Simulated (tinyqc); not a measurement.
Do the excited 1s states matter for ionisation? Model: valley-orbit splitting of a donor ground state, with strain. Computed by tinyqc, a small Python program. Command: `OMP_NUM_THREADS=1 python tinyqc.py 3017148 3017149 out.jsonl valleyorbit walk`. One thread of a shared host (Intel(R) Xeon(R) Processor @ 2.30GHz), about 0.01 s of CPU time with the checks.

The basis is the 1s envelope in each valley; energies are counted from the unstrained conduction-band edge. The strain is e_s (a a^T - 1/3) for the unit stress axis a, so valley j along n_j moves by Xi_u e_s w_j with w_j = (n_j.a)^2 - 1/3: +1/6 for x and y, -1/3 for z. The splitting at the zone boundary that a [110] shear adds for <100> valleys is left out.

Inputs (values chosen for the exercise, for a model many-valley semiconductor): single-valley binding energy E_0 = 19 meV; central-cell shift Lambda = 3.16 meV; coupling Delta_1 = 1.59 meV; coupling Delta_2 = 1.21 meV; shear deformation potential Xi_u = 8.4 eV; donor density N_D = 2.1e+17 cm^-3; density-of-states mass of one valley m_e = 0.322 m_0.

Valleys: six along <100>. Stress axis: [110].

Constants: k_B = 8.617333262e-05 eV/K; m_0 = 9.1093837015e-31 kg; k_B = 1.380649e-23 J/K; h = 6.62607015e-34 J s.

Method:
- By symmetry: E(A1) = E_0 + Lambda + 4 Delta_1 + Delta_2 (one state), E(T2) = E_0 + Lambda - Delta_2 (three), E(E) = E_0 + Lambda - 2 Delta_1 + Delta_2 (two), as binding energies.
- H_jj = -(E_0 + Lambda) + Xi_u e_s w_j; H_jk = -Delta_2 between opposite valleys and -Delta_1 between perpendicular ones.
- z = sum over levels of exp(-(E - E_ground)/k_B T), the ground-state share being 1/z; N_c = 2 (2 pi m_e k_B T/h^2)^(3/2) sum_j exp(-(shift_j - lowest shift)/k_B T); n1 = N_c/(2 z) exp(-binding/k_B T), binding = lowest shift - E_ground; without compensation n = 2 N_D/(1 + sqrt(1 + 4 N_D/n1)) (Boltzmann statistics; p and higher states left out).
- No strain here. The last two columns set z = 1, with the A1 depth, or use one level at E_0 with z equal to the number of valleys.

E(A1) = 29.73 meV

Ionised share:
```
T (K)       z  all 1s states  ground state alone  no splitting
17     1.0105     3.6645e-05          3.6836e-05    5.8557e-04
29     1.1334     3.4343e-03          3.6557e-03    1.2714e-02
43     1.4330     2.8109e-02          3.3554e-02    5.7545e-02
63     1.9404     1.1000e-01          1.4977e-01    1.6297e-01
86     2.4695     2.3712e-01          3.4522e-01    3.0045e-01
140    3.3560     5.0953e-01          7.1345e-01    5.6186e-01
230    4.1623     7.5693e-01          9.1472e-01    7.8224e-01
```

What does the comparison show, and why?

z grows from 1.010 to 4.16 of at most 6. Leaving out the excited states overstates the ionised share by up to 45.6 % (at 86.0 K); ignoring the splitting misses by a factor 16.0 at the lowest T and 1.03 at the highest.

Extremes, crossings and ranges named in words are read from the listed rows.
